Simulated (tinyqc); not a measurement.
Composition and strain of an epitaxial Si(1-x)Ge(x) layer from Raman and X-ray peaks: one step, computed by the program tinyqc. Command: `OMP_NUM_THREADS=1 python tinyqc.py 3018226 3018227 out.jsonl epiraman walk`. One thread of a shared host (Intel(R) Xeon(R) Processor @ 2.30GHz), about 0.01 s of CPU time with the checks.

A (001) layer, biaxially strained in the plane. The Raman peaks follow empirical lines omega = w0 + c1 x + c3 x^3 + b eps (c3 for Si-Ge alone), with eps the in-plane strain.

Problem. X-ray (004) reflection. Bragg angle theta = arcsin(2 lambda/a) for (004), for the substrate with a_sub and the layer with a_perp; separation in arc seconds.

Inputs (values chosen for the exercise, modelled on silicon-germanium): X-ray wavelength = 1.540598 angstrom.

Substrate: silicon.

substrate constant a_sub = 5.431 angstrom

a_perp = 5.662824 angstrom

Give: theta of the substrate; theta of the layer; separation, layer less substrate.

Solution.

theta of the substrate = 34.56 degree

theta of the layer = 32.96 degree

separation, layer less substrate = -5763 arcsec

Caution: strains above 2 % survive only in layers a few nanometres thick, and the linear relations lose accuracy.
